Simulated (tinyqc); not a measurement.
Comparisons within one model: defect, radiative and Auger recombination at equal electron and hole densities (ABC model). A value that a table varies takes the place of the one given here.

J/(e d) = Ae n + B n^2 + C n^3 with Ae = A + 4 S/w (four side walls, carriers spread evenly), e = 1.602176634e-19 C, lengths in cm; internal efficiency IQE = B n^2/(Ae n + B n^2 + C n^3); all injected carriers recombine in the layer.

Inputs chosen for the exercise (orders of magnitude like those quoted for Si; not measured data):
- A = 12000 1/s (defect rate)
- B = 3.4e-15 cm^3/s (radiative coefficient)
- C = 1.2e-30 cm^6/s (Auger coefficient)
- S = 0 cm/s (recombination velocity of the side walls)
- w = 1000 micrometre (side of the square mesa)
- d = 81000 nm (active thickness)
- S2 = 15 cm/s (recombination velocity of the side walls in this comparison)
- J = 5.1 A/cm^2 (current density)

## Efficiency against current

The slope is d ln(B n^2)/d ln J = 2 (Ae + B n + C n^2)/(Ae + 2 B n + 3 C n^2).

Results:
```
J (A/cm^2)  n (1/cm^3)       IQE  slope  differential lifetime (ns)
0.0030        1.93e+14  5.46e-05  2.000                    8.33e+04
0.010         6.42e+14  0.000182  1.999                    8.33e+04
0.050         3.20e+15  0.000906  1.994                    8.29e+04
0.20          1.26e+16   0.00350  1.933                    7.90e+04
0.80          4.29e+16    0.0102  1.517                    5.28e+04
3.0           9.74e+16    0.0140  1.013                    2.13e+04
10            1.67e+17    0.0123  0.811                    8.79e+03
50            3.06e+17   0.00829  0.714                    2.84e+03
2.0e+02       4.97e+17   0.00545  0.686                    1.11e+03
8.0e+02       7.96e+17   0.00349  0.674                         435
```

What does this show?

IQE peaks at 0.014 for J = 3.16 A/cm^2, where the slope passes 1. It is 5.46e-05 at the lowest current and 0.00349 at the highest, a droop of 75 %. The slope runs from 2.00 to 0.67; its limits are 2 (defects alone), 1 (radiation alone) and 2/3 (Auger alone).

## Shrinking the mesa

S = S2; w takes the values listed.

Results:
```
w (micrometre)  Ae (1/s)  IQE_max  J at the peak (A/cm^2)  IQE at J
200             1.50e+04   0.0125                    4.41    0.0125
100             1.80e+04   0.0114                    5.79    0.0114
50              2.40e+04  0.00992                    8.90   0.00949
20              4.20e+04  0.00752                    20.5   0.00540
10              7.20e+04  0.00575                    46.0   0.00235
5               1.32e+05  0.00425                     114  0.000754
2               3.12e+05  0.00277                     414  0.000137
1               6.12e+05  0.00198                1.14e+03  3.57e-05
```

How do the results move?

The walls equal the bulk defect rate at w = 4 S/A = 50 micrometre. From 200 to 1 micrometre the peak efficiency falls from 0.0125 to 0.00198 and moves to a current 258 times higher; at the fixed J the efficiency goes from 0.0125 to 3.57e-05. For large w diffusion to the walls, left out here, would limit the loss. Rows with w below the thickness of the layer describe needles rather than mesas and are formal.

## Spreading the carriers over a thicker layer

d is multiplied by the factor listed, at the same J.

Results:
```
factor  n (1/cm^3)  defect  radiative   Auger
0.10      3.09e+17  0.0942    0.00824   0.898
0.20      2.40e+17   0.147    0.00996   0.844
0.50      1.69e+17   0.257     0.0123   0.730
1.0       1.25e+17   0.383     0.0136   0.603
2.0       8.96e+16   0.547     0.0139   0.439
5.0       5.13e+16   0.783     0.0114   0.206
10        2.98e+16   0.911    0.00770  0.0811
20        1.59e+16   0.971    0.00437  0.0246
```

What does this show, and why?

The best factor listed is 2 (IQE 0.0139); the optimum factor equals J/J_peak = 1.61, a layer of 1.31e+05 nm, since only J/d matters and the peak value 0.014 does not depend on d. A thicker layer trades Auger loss (0.898 to 0.0246) for defect loss (0.0942 to 0.971).

## What moves the efficiency

IQE_max = Q/(Q + 2) with Q = B/sqrt(Ae C), reached at n = sqrt(Ae/C). Each row changes one parameter from the base and keeps the others.

Results:
```
case                n (1/cm^3)       IQE   IQE_max  J at the peak (A/cm^2)
base                 1.255e+17   0.01362   0.01397                    3.16
A = 24000 1/s        1.047e+17  0.009491  0.009918                    8.90
B = 5.1e-15 cm^3/s   1.251e+17   0.02031   0.02081                    3.18
C = 2.4e-30 cm^6/s   1.034e+17  0.009249  0.009918                    2.22
d = 162000 nm        8.958e+16   0.01389   0.01397                    6.32
J = 15.3 A/cm^2      1.978e+17   0.01128   0.01397                    3.16
```

How do the results move?

The largest shifts from the base row, up to three for each result and ties (the steps differ in size, so this ranks the rows, not the parameters). n (1/cm^3): J +7.23e+16, d -3.59e+16, C -2.21e+16. IQE: B +0.00669, C -0.00437, A -0.00413. IQE_max: B +0.00684, A -0.00405, C -0.00405; unchanged at the printed digits by d and J. J at the peak (A/cm^2): A +5.74, d +3.16, C -0.934; unchanged at the printed digits by J.

tinyqc: `OMP_NUM_THREADS=1 python tinyqc.py 1652747 1652748 out.jsonl`; about 0.01 s, one thread, shared Intel(R) Xeon(R) Processor @ 2.30GHz.
